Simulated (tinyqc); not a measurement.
Worked calculation: bound state in one dimension: Numerov shooting, finite differences, DVR. Computed by tinyqc, a small Python program that keeps every step. Settings: points = 96. Command: `OMP_NUM_THREADS=1 python tinyqc.py 25399 25400 out.jsonl` (the two numbers bound the seeds that draw the settings). One thread of a shared host (Intel(R) Xeon(R) Processor @ 2.60GHz), about 0.01 s of CPU time with the checks.

## Numerov steps at E = 0.1

One particle of mass 1 in V = 0.76^2 x^2/2 + 0.07 x^4 (atomic units), psi = 0 at both ends:
```
parameter                 value
left end              -4.500000
right end              4.500000
intervals                    96
h                      0.093750
state sought (nodes)          1
```

k_i = 2 m (E - V_i); (1 + h^2 k_(i+1)/12) y_(i+1) = 2 (1 - 5 h^2 k_i/12) y_i - (1 + h^2 k_(i-1)/12) y_(i-1), from y_0 = 0, y_1 = 0.001.

Points along the way:
```
i           x          V           k            y
0   -4.500000  34.552575  -68.905150     0.000000
1   -4.406250  31.993125  -63.786250     0.001000
2   -4.312500  29.582100  -58.964201     0.002579
3   -4.218750  27.313466  -54.426932     0.005538
4   -4.125000  25.181317  -50.162634     0.011229
5   -4.031250  23.179879  -46.159758     0.022011
32  -1.500000   1.004175   -1.808350   544.372787
33  -1.406250   0.844860   -1.489719   637.417390
34  -1.312500   0.705231   -1.210462   738.792871
35  -1.218750   0.583408   -0.966817   848.014244
36  -1.125000   0.477639   -0.755278   964.429052
37  -1.031250   0.386301   -0.572602  1087.235375
```

## Bisection on the node count

With more sign changes than the state has nodes (the last point included) the energy is too high, else too low; the bracket starts as 0.1 to 12.

Trials:
```
trial           E  sign changes  y at the right end   next
1      6.05000000             5           -5.72e+03  lower
2      3.07500000             3           -3.86e+05  lower
3      1.58750000             2            3.14e+06  lower
4      0.84375000             1           -4.57e+07  raise
5      1.21562500             1           -1.03e+07  raise
6      1.40156250             1           -9.51e+05  raise
7      1.49453125             2            1.63e+06  lower
8      1.44804687             2            4.89e+05  lower
9      1.42480469             1           -1.92e+05  raise
10     1.43642578             2            1.58e+05  lower
11     1.43061523             1           -1.42e+04  raise
12     1.43352051             2            7.26e+04  lower
13     1.43206787             2            2.94e+04  lower
14     1.43134155             2            7.63e+03  lower
...           ...           ...                 ...    ...
29     1.43108725             2            4.55e-01  lower
30     1.43108724             2            1.22e-01  lower
31     1.43108723             1           -4.41e-02  raise
```

eigenvalue = 1.43108723 hartree

## The same grid by other methods

Three-point finite differences and the sine-DVR kinetic matrix of Colbert and Miller on the same points.

Lowest levels (hartree):
```
state  finite differences       DVR
0                0.445138  0.445397
1                1.429500  1.431090
2                2.571165  2.576069
3                3.826113  3.836964
```
